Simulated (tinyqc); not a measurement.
Hueckel theory of the pi electrons with the omega technique, for the molecule BC1=CC=CC(=C)C=C1 (SMILES; centres numbered as the heavy atoms are written), step by step. One step of it, computed by the program tinyqc.

Task: Energy, charges, bond orders. E = sum n x; q_r = z_r - P_rr; bond order p = P_rs; free valence = sqrt(3) - sum of p over the bonds of the atom.

final x values: 2.131302  1.501712  1.296823  0.198296  -0.284641  -0.748602  -1.167375  -1.928528  -1.998986

occupations: 2.000000  2.000000  2.000000  2.000000  0.000000  0.000000  0.000000  0.000000  0.000000

final P, lower triangle:
```
           1B         2C         3C         4C         5C        6C         7C        8C
1B   0.103105
2C   0.302596   0.999436
3C   0.215499   0.721454   0.908680
4C  -0.054976   0.010088   0.527743   0.977911
5C  -0.146578  -0.319216   0.115856   0.770770   0.912085
6C   0.006103  -0.052520  -0.075794  -0.000707   0.436691  1.013055
7C   0.155578   0.220691   0.147238  -0.331923  -0.091034  0.790215   1.149368
8C  -0.052416   0.034567  -0.324232  -0.077975   0.235390  0.419621  -0.152996  0.960847
9C   0.077966   0.482992   0.015472  -0.086804  -0.083567  0.008279  -0.341751  0.792730

          9C
9C  0.975511
```

Centres:
```
centre  z_r, pi electrons of the neutral centre          h
1B                                            0  -1.000000
2C                                            1   0.000000
3C                                            1   0.000000
4C                                            1   0.000000
5C                                            1   0.000000
6C                                            1   0.000000
7C                                            1   0.000000
8C                                            1   0.000000
9C                                            1   0.000000
```

Bonds:
```
i  j         k
1  2  0.700000
2  3         1
3  4         1
4  5         1
5  6         1
6  7         1
6  8         1
8  9         1
9  2         1
```

Give: pi energy = 8 alpha + this times beta; pi charges; Bond orders and lengths from R = 1.517 - 0.180 p; free valence of the carbons; gap between the highest filled and the next level.

Result:

pi energy = 8 alpha + this times beta = 10.2563

pi charges: 1B -0.1031, 2C 0.0006, 3C 0.0913, 4C 0.0221, 5C 0.0879, 6C -0.0131, 7C -0.1494, 8C 0.0392, 9C 0.0245

Bond orders and lengths from R = 1.517 - 0.180 p (angstrom, C-C alone):
```
bond       p       R
1-2   0.3026       -
2-3   0.7215  1.3871
3-4   0.5277  1.4220
4-5   0.7708  1.3783
5-6   0.4367  1.4384
6-7   0.7902  1.3748
6-8   0.4196  1.4415
8-9   0.7927  1.3743
9-2   0.4830  1.4301
```

free valence of the carbons: 2C 0.2250, 3C 0.4829, 4C 0.4335, 5C 0.5246, 6C 0.0855, 7C 0.9418, 8C 0.5197, 9C 0.4563

gap between the highest filled and the next level = 0.4829 |beta|
